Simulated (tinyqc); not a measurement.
# Input admittance of a MOSFET at zero drain bias: distributed channel and distributed gate, step by step

Numbers from tinyqc (`OMP_NUM_THREADS=1 python tinyqc.py 2262225 2262226 out.jsonl`; about 0.01 s on one thread of a shared Intel Xeon 2.30GHz). Printed values are rounded.

Source and drain grounded, strong inversion, w = 2 pi f, Cox = eps0 eox/tox. The channel is an RC line of resistance 1/(mu Cox Vo) per square fed from both ends, so one finger has the intrinsic admittance y = i w Cox L tanh(g)/g per width, g = (1/2) sqrt(i w tau), tau = L^2/(mu Vo). The vertical resistance rv/L is in series with y, the overlaps 2 i w Cov in parallel: y_t = 1/(1/y + rv/L) + 2 i w Cov. The gate strip is a line of Rsh/L per length loaded by y_t, so a finger has Y = y_t Wf tanh(k)/k, k = (Wf/sd) sqrt(y_t Rsh/L); the device has Nf Y.

Values chosen for this exercise; values of the order met in silicon radio-frequency transistors: relative permittivity of the gate insulator (close to silicon dioxide) eox = 3.9; insulator thickness tox = 4.2 nm; channel length L = 0.53 um; finger width Wf = 19 um; number of fingers Nf = 64; channel mobility mu = 170 cm^2/(V s); gate overdrive Vo = 0.43 V; sheet resistance of the gate Rsh = 14 ohm/square; vertical resistivity of the gate stack rv = 0 ohm um^2; number of ends at which a finger is contacted sd = 2; overlap and fringe capacitance on each side Cov = 0.16 fF/um; frequency f = 2.3 GHz.

Constants: eps0 = 8.8541878128e-14 F/cm where lengths are in cm. Results are converted to the units shown.

## Low-frequency resistances and capacitance

Low-frequency limits, with c = Cox L and ct = c + 2 Cov: R_strip = Rsh Wf/(3 sd^2 L Nf), R_ch = (c/ct)^2 L/(12 mu Cox Vo Wf Nf), R_vert = (c/ct)^2 rv/(L Wf Nf), C = ct Wf Nf.

parts (ohm): strip 0.6534984, channel 0.5244779, vertical 0
sum = 1.177976 ohm
C = 5687.871 fF
1/(2 pi R C) = 23.75384 GHz

The strip term is the largest, 55.5 % of the sum.

## Admittance of the channel and stack per width

tau, g, c = Cox L, y and y_t as defined.

tau = 38.42681 ps
g = 0.2634669+0.2634669i
c = 4.357525 fF/um
y = 2.90506+62.81070i uS/um
y_t = 2.90506+67.43513i uS/um

w tau = 0.555, and Im y is 0.997 of w c.

## Input impedance of the device

k and Y as defined; Z = 1/(Nf Y) = R + 1/(i w C); Q = |Im Z|/R; signal at the point farthest from a contact |1/cosh k|.

k = 0.2896873+0.2774764i
Nf Y = 7.86430+81.34583i mS
R = 1.177468 ohm
C = 5681.563 fF
Q = 10.34369
signal at the far point = 0.9944194

R is 0.043 % below its low-frequency limit and C is 0.11 % below its own.
